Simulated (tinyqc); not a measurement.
# Small-signal admittance of a forward-biased p+-n diode: admittance against frequency

Holes injected into a neutral base of width wb with an ohmic contact at its end; low injection, p0 far above the equilibrium density. A small voltage v exp(i w t), w = 2 pi f, modulates the edge density by p0 v/Vt, and the small-signal density obeys Dp d2p/dx2 = (1/tau + i w) p.

L = sqrt(Dp tau); direct current J = (q Dp p0/L) coth(wb/L); k = sqrt(1 + i w tau)/L; diffusion admittance Y = (q Dp p0/Vt) k coth(k wb) = G + i w C_diff; junction capacitance C_j = sqrt(q eps0 eps_r Nd/(2 Vr)) in the depletion approximation, with the remaining barrier Vr = Vt ln(Na/p0), a rough value under forward bias; base-width modulation is left out. Measured admittance 1/[Rs + 1/(Y + i w C_j)].

Parameters, values chosen for the exercise; permittivity close to that of germanium: temperature T = 300 K; relative permittivity eps_r = 16; donor density of the base Nd = 1.5e16 cm^-3; hole diffusion coefficient Dp = 44 cm^2/s; hole lifetime tau = 6e-8 s; width of the neutral base wb = 6.5 um; excess hole density at the junction edge p0 = 1.2e13 cm^-3; acceptor density of the p+ side Na = 8e18 cm^-3; series resistance Rs = 0.0022 ohm cm^2.

Constants: q = 1.602176634e-19 C, kB = 1.380649e-23 J/K, Vt = kB T/q, eps0 = 8.8541878128e-14 F/cm where lengths are in cm. Results are converted to the units shown.

The same in every row: C_j (uF/cm^2) = 0.07007.

Result of one run:
```
f (Hz)  w tau  G (S/cm^2)  C_diff (uF/cm^2)  measured G (S/cm^2)  measured C (uF/cm^2)  phase of the measured Y (degrees)
3e7     11.31       5.640           0.01547                6.122               0.08336                              68.72
```

What becomes of these results when the signal frequency f is changed from 3e7 to 1e10 Hz, all else the same?

Result of the changed run:
```
f (Hz)  w tau  G (S/cm^2)  C_diff (uF/cm^2)  measured G (S/cm^2)  measured C (uF/cm^2)  phase of the measured Y (degrees)
1e10     3770       87.45          0.001391                449.1              7.218e-4                              5.767
```

The whole series:
```
f (Hz)    w tau  G (S/cm^2)  C_diff (uF/cm^2)  measured G (S/cm^2)  measured C (uF/cm^2)  phase of the measured Y (degrees)
1e5     0.03770       5.300           0.01578                5.239               0.08388                             0.5764
5e5      0.1885       5.300           0.01578                5.239               0.08388                              2.880
2e6      0.7540       5.302           0.01578                5.243               0.08388                              11.37
8e6       3.016       5.325           0.01576                5.303               0.08385                              38.48
3e7       11.31       5.640           0.01547                6.122               0.08336                              68.72
1e8       37.70       8.234           0.01320                13.72               0.07932                              74.61
6e8       226.2       21.47          0.005666                135.3               0.05079                              54.74
2e9       754.0       39.13          0.003110                360.9               0.01388                              25.79
1e10       3770       87.45          0.001391                449.1              7.218e-4                              5.767
```

G starts at J/Vt = 5.30 S/cm^2 and C_diff at (J tau/(2 Vt))(1 - 2 x/sinh 2x) = 0.0158 uF/cm^2, x = wb/L = 0.400. Between the last two rows G goes as f^(0.50) and C_diff as f^(-0.50); the limits are 1/2 and -1/2, reached when the signal penetrates only sqrt(Dp/w). The measured C is 2.3 % below C_diff + C_j in the first row and 99 % below it in the last, the difference being due to Rs.

tinyqc, about 0.01 s, one thread, Intel Xeon 2.30GHz (shared host): `OMP_NUM_THREADS=1 python tinyqc.py 2890206 2890207 out.jsonl`
